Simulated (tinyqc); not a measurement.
Drift exponent from two reads.

Inverse problem. Ra = R0 (t/t0)^nu. Find nu, R0 and Ra after ten years (3.15576e8 s).

Parameters, values chosen for the exercise:
```
symbol,value,unit,meaning
t0,1,s,reference time
```

Ra at t = 10 and 3000 s, both at 300 K (Mohm): [3.9007667, 6.3706303]

Solution. ln Ra is linear in ln t with slope nu.

nu = 0.08600
R0 = 3.200 Mohm
Ra after ten years = 17.22 Mohm

Computed by the program tinyqc: `OMP_NUM_THREADS=1 python tinyqc.py 2880061 2880062 out.jsonl`, one thread of a shared Intel Xeon 2.30GHz, about 0.01 s for the whole run.
